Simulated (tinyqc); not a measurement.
Nucleation and growth of vacancy voids in a cooling silicon-like crystal: one step, computed by the program tinyqc.

Spherical voids; vacancies are lost only to voids.

Problem. Nucleation rate at T with the initial excess. C_e = C_m exp[-(E_f/k_B)(1/T - 1/T_m)]; D = D0 exp(-E_m/(k_B T)); f = k_B T ln(C/C_e); r* = 2 gamma/(rho f); W* = 16 pi gamma^3/(3 rho^2 f^2); Z = f/sqrt(12 pi W* k_B T); I = rho Z (4 pi r* D C) exp(-W*/(k_B T)).

Inputs (values chosen for the exercise, close to those used for silicon):
```
quantity                                    value    unit
vacancy density at the melting point C_m  6.4e+14  1/cm^3
formation energy E_f                         4.25      eV
melting point T_m                            1685       K
diffusion prefactor D0                      0.002  cm^2/s
migration energy E_m                         0.38      eV
site density rho                            5e+22  1/cm^3
void surface energy gamma                   0.956   J/m^2
temperature of the worked step T             1395       K
```

initial excess C = 1.571429e+13 1/cm^3

Constants: k_B = 8.617333262e-05 eV/K; k_B = 1.380649e-23 J/K; e = 1.602176634e-19 C.

Give: C_e; D; driving force f; critical radius r*; W*/(k_B T); rate I.

Solution.

C_e = 1.458e+12 1/cm^3

D = 8.476e-05 cm^2/s

driving force f = 0.2858 eV

critical radius r* = 0.8350 nm

W*/(k_B T) = 145.0

rate I = 2.486e-39 1/(cm^3 s)

Cooling by 10 K multiplies I by 3.4e10: nucleation switches on within a narrow range of temperature.
